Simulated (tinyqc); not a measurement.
Order against temperature: mean-field antiferromagnet of the Hubbard model on the square lattice.

e(k) = -2 t (cx + cy) - 4 t2 cx cy, ci = cos ki; one electron a site; Q = (pi, pi). <n_up - n_dn> = m cos(Q.R) gives Delta = U m/2 and bands E = e+ -/+ sqrt(e-^2 + Delta^2), e+- = (e(k) +- e(k + Q))/2 (the constant U/2 is dropped). Means run over the mesh k_i = 2 pi (j + 1/2)/N of the whole zone: mu from mean(f(E-) + f(E+)) = 1; m(out) = mean of Delta (f(E-) - f(E+))/sqrt(e-^2 + Delta^2); free energy per site F = -kT mean[ln(1 + exp(-(E- - mu)/kT)) + ln(1 + exp(-(E+ - mu)/kT))] + mu + U m^2/4. Order at T > 0 in two dimensions is an artefact of mean field.

Constants: kB = 8.617333262e-05 eV/K.

Inputs chosen for the exercise:
```
symbol  value  unit  meaning
t       0.91   eV    nearest hopping
t2      0      eV    second hopping
U       5.99   eV    on-site repulsion
```

Mesh N = 48, start m = 0.9, at most 400 steps; Delta(50 K) = 2.5494 eV.

Results:
```
T (K)  kT/Delta(50 K)      m  Delta (eV)
1480            0.050  0.851      2.5494
4440            0.150  0.850      2.5449
10350           0.350  0.732      2.1912
12430           0.420  0.602      1.8031
14200           0.480  0.406      1.2153
15980           0.540  0.000      0.0000
17750           0.600  0.000      0.0000
20710           0.700  0.000      0.0000
```

Give the missing row, T (K) = 7400.

Computed row:
```
T (K)  kT/Delta(50 K)      m  Delta (eV)
7400            0.250  0.823      2.4648
```

The moment is below 0.02 from 15980 K on (kT/Delta = 0.54); close to the transition 400 steps may not suffice, so a small m in the row before can be unconverged. Weak-coupling theory puts the transition at 0.567 and the atomic limit at 0.5. In two dimensions fluctuations forbid long-range order at any finite T, which mean field misses.

Program tinyqc; command `OMP_NUM_THREADS=1 python tinyqc.py 1651157 1651158 out.jsonl`; about 0.1 s on one thread of a shared Intel(R) Xeon(R) Processor @ 2.30GHz.
